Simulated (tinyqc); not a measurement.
What each value does: bond-orbital model of a tetrahedral semiconductor (Harrison's universal couplings).

Hybrid level eh = (es + 3 ep)/4; metallic energy V1 = (ep - es)/4 for each atom; covalent energy V2 = 3.22 hbar^2/(m d^2); polar energy V3 = (ehc - eha)/2; hbar^2/m = 2c, c = hbar^2/2m0. Polarity ap = V3/sqrt(V2^2 + V3^2), covalency ac = V2/sqrt(V2^2 + V3^2). p-p coupling at Gamma Exx = (4/3)(2.22 - 2 x 0.63) hbar^2/(m d^2) = 1.28 hbar^2/(m d^2), s-s coupling Ess = 4 x 1.32 hbar^2/(m d^2).

Constants: hbar^2/2m0 = 3.80998211 eV angstrom^2.

Parameters, chosen for this exercise (near tabulated values for AlAs; the model gives trends, and its gaps can be far from the real ones; shifted at random, so the results belong to these values and not to a real crystal):
- esc = -10.69 eV (s level, cation)
- epc = -5.76 eV (p level, cation)
- esa = -19.15 eV (s level, anion)
- epa = -8.97 eV (p level, anion)
- d = 2.45 angstrom (bond length)

The bond-antibond splitting is 2 sqrt(V2^2 + V3^2). E0 is the upper root of [[esa, 5.28 u], [5.28 u, esc]] less the lower root of [[epa, 1.28 u], [1.28 u, epc]], u = hbar^2/(m d^2).

One parameter was then changed.

Results before and after:

| case | ap | bond-antibond splitting (eV) | Ev (eV) | E0 (eV) |
|---|---|---|---|---|
| base | 0.4841 | 9.343 | -9.649 | 2.655 |
| changed | 0.4524 | 9.167 | -9.231 | 2.237 |

Which of these changes was made? (a) epc = -5.26 eV; (b) esa = -18.65 eV; (c) esc = -10.19 eV; (d) epa = -8.47 eV; (e) d = 2.5 angstrom.

Answer: (d) epa = -8.47 eV. Of the candidates, run in turn, only this one gives the changed row.

All candidates:

| case | ap | bond-antibond splitting (eV) | Ev (eV) | E0 (eV) |
|---|---|---|---|---|
| base | 0.4841 | 9.343 | -9.649 | 2.655 |
| esc = -10.19 eV | 0.4942 | 9.404 | -9.649 | 3.041 |
| epc = -5.26 eV | 0.5139 | 9.530 | -9.581 | 2.587 |
| esa = -18.65 eV | 0.4737 | 9.283 | -9.649 | 2.774 |
| epa = -8.47 eV | 0.4524 | 9.167 | -9.231 | 2.237 |
| d = 2.5 angstrom | 0.4991 | 9.061 | -9.604 | 2.386 |

Program tinyqc; command `OMP_NUM_THREADS=1 python tinyqc.py 1481852 1481853 out.jsonl`; about 0.01 s on one thread of a shared Intel(R) Xeon(R) Processor @ 2.30GHz.
